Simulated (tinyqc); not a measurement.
What moves the results: inter-valley coupling by envelope functions against a chain of atomic planes. A value that a table varies takes the place of the one given here.

Chain: E(phi) = e0 + 2 v cos(phi) + 2 u cos(2 phi), cos(phi0) = -v/(4u), e0 = 2u + v^2/(4u); plane j = 0, 1, ... has the potential V_j = dE x_j + F (j - 30) a/4 (1 MV/m = 1e-4 V/angstrom). There are 30 barrier planes a side; with y = j - 29.5, x_j = xb (f(y) + f(Nw - y)), f(y) = 1/(1 + exp(y/L)), plus any Ge added in the well. The valley splitting is the spacing of the two lowest levels. Envelope theory: F_j solves a one-valley chain with hopping -b and diagonal 2b + V_j, b = 4u sin^2(phi0), sum F_j^2 = 1; the valleys couple by Dv = sum_j F_j^2 V_j exp(-2 i phi0 j) and split by 2|Dv|.

Inputs chosen for the exercise (near those of the Delta valleys of silicon in a SiGe well; the results hold for these values, not for the real material): a = 5.431 angstrom (lattice constant; planes lie a/4 apart); u = 0.601 eV (second-neighbour hopping); v = 0.591 eV (nearest hopping); Nw = 64 (planes in the well); L = 1 planes (interface width); xb = 0.27 (Ge fraction of the barriers); dE = 0.63 eV (offset per unit Ge fraction); F = 8 MV/m (field); xs = 0.09 (Ge fraction added on that plane); xw = 0.014 (mean Ge fraction of the wiggle); x0 = 6263 (start of the number sequence); na = 20000 (atoms a plane under the dot); js = 43 (plane j of a Ge spike (the well starts at j = 30)).

## Position of the spike

The spike is moved through the well; position counted from the first well plane, j - 30.

Against position:
```
j - 30,"F_j^2, smooth",mean of the doublet (meV),"splitting, chain (micro-eV)",envelope,first order
3,0.01739,29.25,1604,1573,1971
8,0.03718,30.17,3449,3400,4217
13,0.04537,30.68,4476,4440,5145
19,0.03775,30.32,3744,3721,4281
26,0.02042,29.38,1880,1862,2316
32,0.00927,28.85,817,806,1052
42,0.00161,28.52,145,144,183
51,0.00022,28.45,19,19,25
61,0.00001,28.44,4,4,1
```

The splitting is largest at plane 13 among these rows (4476 micro-eV), and the smooth envelope peaks at plane 13, counting all planes; without a spike it is 3.5. Where the splitting exceeds 20 micro-eV the envelope theory lies within 1.9 % of the chain and first order within 29 %.

## A periodic Ge profile (wiggle well)

periods (planes): pi/phi0 1.72693, pi/(pi - phi0) 2.37566

Added fraction xw (1 - cos(2 pi (j - 30)/p)) on the well planes; p = f times the resonant period pi/(pi - phi0). At resonance the estimate is dE xw.

Against period:
```
f,p (planes),mean of the doublet (meV),"splitting, chain (micro-eV)",envelope
0.90,2.1381,37.00,714,756
0.95,2.2569,36.78,4156,4317
0.98,2.3281,36.97,7641,7748
0.99,2.3519,37.08,8388,8399
1.00,2.3757,37.13,8666,8607
1.01,2.3994,37.09,8432,8361
1.02,2.4232,36.99,7775,7728
1.05,2.4944,36.78,4813,4751
1.10,2.6132,36.92,1417,1333
1.50,3.5635,37.12,40,37
3.00,7.1270,37.14,8,8
```

The splitting peaks at f = 1 with 8.67 meV, against the estimate dE xw = 8.82 meV, and is 0.88 and 0.90 of the value at f = 1 two per cent off to either side: the width of the resonance is set by the number of periods under the envelope. At f = 3 it is 8 micro-eV. The chain has one orbital a plane and knows only this resonance; longer periods that work through other bands are outside it.

## Random alloy fluctuations

A uniform fraction x is added on all planes. Each plane j then fluctuates by q sqrt(x_j (1 - x_j)/na) in Ge fraction, q = sqrt12 (z/2147483647 - 1/2) with z(new) = 16807 z mod 2147483647 from x0, restarted for each row; 24 samples. Theory: Dv is a complex Gaussian with sigma^2 = dE^2 sum F_j^4 x_j (1 - x_j)/na, and the mean splitting is sqrt(pi) sigma if the smooth part is negligible.

Splitting (micro-eV):
```
x,sigma,sqrt(pi) sigma,mean of 24,least,largest
0.00,20.7,36.8,33.1,2.2,62.6
0.01,82.2,145.7,124.6,32.0,254.5
0.02,113.8,201.8,169.3,41.5,344.5
0.05,175.5,311.0,257.0,60.8,520.1
0.10,240.7,426.7,350.2,82.0,706.4
```

Without added Ge the disorder sits in the barriers, where the state is small: mean 33.1 micro-eV, against 3.5 for the smooth well. With 5 % Ge in the well the mean is 257, theory 311, with a statistical error of about 11 % for 24 samples; the miss is -17 %, and since every row reuses one sequence the rows with added Ge miss alike. The spread grows with the mean: at 5 % the samples run from 61 to 520, so small splittings remain possible. sigma falls as 1/sqrt(na) for larger dots. A chain with one orbital a plane has no Bloch-function factor, which scales all these couplings down in fuller models.

## What each parameter does

Chain with the spike on plane js. Each row changes one parameter from the base and keeps the others.

Results:
```
case,level (meV),splitting (micro-eV)
base,30.683,4475.8
Nw = 70,30.679,4472.5
L = 1.5 planes,31.403,4403.1
xb = 0.32,31.094,4455.0
dE = 0.693 eV,31.106,4841.2
F = 10 MV/m,35.032,4870.7
js = 46,30.620,4355.3
xs = 0.117,31.233,5575.0
```

The largest shifts from the base row, up to three for each result and ties (the steps differ in size, so this ranks the rows, not the parameters). level (meV): F +4.349, L +0.720, xs +0.550. splitting (micro-eV): xs +1099.3, F +395.0, dE +365.5.

Run: tinyqc, `OMP_NUM_THREADS=1 python tinyqc.py 1480262 1480263 out.jsonl`; Intel(R) Xeon(R) Processor @ 2.30GHz, one thread, shared host; about 0.1 s of CPU time with all checks.
